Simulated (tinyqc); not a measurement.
Ways to converge the cycle: SCF convergence aids in the 6-311g basis, for H2, spin multiplicity 1. Computed by the program tinyqc with PySCF. RHF with one setting changed at a time; a run stops when the energy changes by less than 1e-09 hartree and the error matrix is below 1e-5. The start is the Wolfsberg-Helmholz matrix. Damping d keeps d of the old density; a shift (hartree) raises the virtual levels; DIIS n extrapolates F over n matrices.

Geometry (angstrom):
```
atom       x       y       z
H     0.0000  0.0000  0.0000
H     0.0000  0.0000  1.0280
```

lowest restricted solution found by these runs and by PySCF = -1.091708 hartree

Largest element of the error matrix X^T (FDS - SDF) X:
```
iteration    plain  damping 0.3  damping 0.6  shift 0.4   DIIS 3   DIIS 8
1          4.4e-01      4.4e-01      4.4e-01    4.4e-01  4.4e-01  4.4e-01
2          6.3e-02      1.8e-01      2.9e-01    1.2e-01  6.3e-02  6.3e-02
3          7.8e-03      7.0e-02      1.9e-01    3.3e-02  3.0e-03  3.0e-03
4          1.2e-03      2.7e-02      1.3e-01    1.1e-02  3.7e-04  3.7e-04
5          2.4e-04      1.1e-02      8.3e-02    5.1e-03  3.5e-07  6.0e-07
6          6.1e-05      4.1e-03      5.4e-02    2.6e-03  4.3e-10  2.6e-07
8          3.4e-06      6.6e-04      2.3e-02    6.0e-04        -        -
10               -      1.1e-04      9.6e-03    1.3e-04        -        -
14               -      3.5e-06      1.7e-03    6.8e-06        -        -
20               -            -      1.4e-04          -        -        -
30               -            -      2.4e-06          -        -        -
```

How each run ends:
```
run          iterations  E (hartree)         state
plain                 8    -1.091708  lowest found
damping 0.3          19    -1.091708  lowest found
damping 0.6          40    -1.091708  lowest found
shift 0.4            14    -1.091708  lowest found
DIIS 3                6    -1.091708  lowest found
DIIS 8                6    -1.091708  lowest found
```

What does the comparison show, and why?

6 of 6 runs reach the lowest restricted solution found, in 6 to 40 iterations (fastest: DIIS 3, DIIS 8). Plain steps already contract here, so damping only slows them. DIIS 3 and DIIS 8 gain by cancelling the error over several earlier matrices, much as a quasi-Newton step does.
